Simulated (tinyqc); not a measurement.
Band bending at a free surface with one surface level, surface photovoltage and Kelvin probe: Kelvin-probe contrast of the doping.

n-type bulk, xi = Ec - EF = Vt ln(Nc/Nd), p0 = ni^2/Nd, ni = sqrt(Nc Nv) exp(-Eg/(2 Vt)), Eg in volts. b is the upward band bending, u = b/Vt. Space charge per area, in units of q: Qc = sign(b) sqrt((2 eps0 eps_r Vt/q) [(Nd + dn)(exp(-u) - 1) + Nd u + (p0 + dn)(exp(u) - 1)]), with dn the excess density under light (flat quasi-Fermi levels; 0 in the dark). The level holds -Ns f, f = 1/(1 + exp((xi + b - Es)/Vt)). Neutrality: Qc + Qf + (charge of the states) = 0.

Work function chi + xi + b; contact potential difference CPD = (work function of the sample) - pt. b solves the neutrality condition in the dark.

Inputs (values chosen for the exercise); band and dielectric values close to those of silicon: temperature T = 350 K; band gap Eg = 1.1 eV; relative permittivity eps_r = 11.9; conduction-band density of states at T Nc = 3.52e19 cm^-3; valence-band density of states at T Nv = 3.36e19 cm^-3; electron affinity chi = 4.02 eV; fixed positive charge at the surface Qf = 0 cm^-2; work function of the probe tip pt = 4.48 eV; density of an acceptor-like surface level Ns = 2.7e11 cm^-2; its depth below the conduction edge Es = 0.55 eV.

Constants: q = 1.602176634e-19 C, kB = 1.380649e-23 J/K, Vt = kB T/q, eps0 = 8.8541878128e-14 F/cm where lengths are in cm. Results are converted to the units shown.

Kelvin-probe contrast of the doping:
```
Nd (cm^-3),xi (eV),b (V),CPD (mV)
2.7e14,0.3552,0.2592,154.4
8.9e14,0.3193,0.2730,132.3
2.9e15,0.2836,0.2832,106.8
9.5e15,0.2478,0.2825,70.31
3.1e16,0.2122,0.2047,-43.15
1e17,0.1769,0.08370,-199.5
3.3e17,0.1408,0.03856,-280.6
1.1e18,0.1045,0.01929,-336.2
3.5e18,0.06962,0.01033,-380.0
```

Read the table: what changes, and by how much?

xi falls by 286 mV over the table and the CPD by 534 mV; b goes from 0.259 through a maximum of 0.283 (at Nd = 2.9e15 cm^-3 among the rows listed) to 0.0103 V. Between the first two rows the CPD follows 61.5 % of the change of xi, and between the last two 126 %. It is below 100 % where b rises with the doping (pinning hides it). It exceeds 100 % where b falls as the doping rises.

Program tinyqc, `OMP_NUM_THREADS=1 python tinyqc.py 2430155 2430156 out.jsonl`; Intel Xeon 2.30GHz, shared host, one thread, about 0.01 s.
